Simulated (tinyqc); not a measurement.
## Ferroelectric with a first-order transition, Landau-Devonshire energy: the upper branch of the loop

One domain with free energy u = al P^2 + be P^4 + ga P^6 - E P, al = a0 (T - T0), be < 0 < ga (P in uC/cm^2, E in kV/cm, u in mJ/cm^3). Equilibrium: E = 2 al P + 4 be P^3 + 6 ga P^5; a state is stable against small changes where dE/dP > 0. The coercive field is that of uniform switching, which real films, switching by domains, do not reach.

Ps^2 = [-be + sqrt(be^2 - 3 al ga)]/(3 ga); Pc^2 = [-3 be + sqrt(9 be^2 - 15 al ga)]/(15 ga), Ec = -E(Pc); susceptibility chi = 1/(eps0 dE/dP). P is the largest root of E(P) = Ea.

Parameters, values chosen for the exercise:
```
symbol    value          unit                             meaning
a0         0.02  kV cm/(uC K)  slope of the quadratic coefficient
T0          700             K             Curie-Weiss temperature
be      -0.0011  kV cm^5/uC^3                 quartic coefficient
ga       1.5e-6  kV cm^9/uC^5             sixth-order coefficient
T           550             K                         temperature
```

Constants: eps0 = 8.8541878128e-14 F/cm where lengths are in cm. Results are converted to the units shown.

The upper branch of the loop:
```
Ea (kV/cm)	P (uC/cm^2)	u (mJ/cm^3)	chi
-130	25.239	1311.4	2931.6
-120	26.935	1049.5	1392.9
-94	29.180	316.98	734.04
-53	31.273	-925.50	468.00
0	33.117	-2634.5	335.62
67	34.843	-4913.8	254.96
130	36.134	-7150.9	211.19
270	38.374	-12374	156.56
530	41.362	-22763	109.52
```

P rises from 25.2 to 41.4 uC/cm^2, and chi falls from 2930 to 110. The branch ends at -Ec = -134 kV/cm, P = 23.2 uC/cm^2, where dE/dP vanishes and chi diverges; there P still has 70 % of Ps.

tinyqc, about 0.01 s, one thread, Intel Xeon 2.30GHz (shared host): `OMP_NUM_THREADS=1 python tinyqc.py 2860123 2860124 out.jsonl`
